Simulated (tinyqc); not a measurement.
# Germanium share from the critical thickness

Inverse problem. Critical thickness (Matthews-Blakeslee, 60-degree dislocations): h = bv (1 - nu/4)[ln(h/bv) + 1]/(4 pi e_par (1 + nu)), nu = c12/(c11 + c12). e_par = b1 x. Find e_par and x.

Values chosen for this exercise: lattice mismatch per unit x b1 = 0.0418; elastic constant c11 = 170 GPa; elastic constant c12 = 63.7 GPa; Burgers vector bv = 0.384 nm.

critical thickness = 8.8626394 nm

Solution. For given h the relation is explicit in the strain.

e_par = 1.04 %
x = 0.250

Computed by the program tinyqc: `OMP_NUM_THREADS=1 python tinyqc.py 2530014 2530015 out.jsonl`, one thread of a shared Intel Xeon 2.30GHz, about 0.01 s for the whole run.
